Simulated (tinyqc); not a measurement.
Sublattice potential against complex hopping: Haldane model. Computed by the program tinyqc. 

Honeycomb lattice:
```
parameter      value
t1 (eV)     2.760000
t2 (eV)     0.520000
phi (rad)  -1.410000
```

H_AA = delta - 2 t2 sum cos(k.b + phi), H_BB = -delta - 2 t2 sum cos(k.b - phi), H_AB = -t1 (1 + exp(-i k.a1) + exp(-i k.a2)), b = a1, a2 - a1, -a2, m = 3 sqrt3 t2 sin(phi); the sign of the Chern number follows the orientation k1 then k2.

Gaps at the two valleys (eV) and Chern number of the lower band (12 x 12 mesh):
```
delta    gap 2|delta - m|  gap 2|delta + m|  Chern number
-4.8010            4.2677           14.9363             0
-3.4670            1.5997           12.2683             0
-1.6000            2.1343            8.5343             1
0.0000             5.3343            5.3343             1
1.0670             7.4683            3.2003             1
2.0000             9.3343            1.3343             1
3.3340            12.0023            1.3337             0
5.3340            16.0023            5.3337             0
```

Here |m| = 2.6671 eV. For |delta| < |m| the two valleys have masses of opposite sign and the Chern number is +/-1; one gap closes at |delta| = |m|, and beyond it the band is trivial.
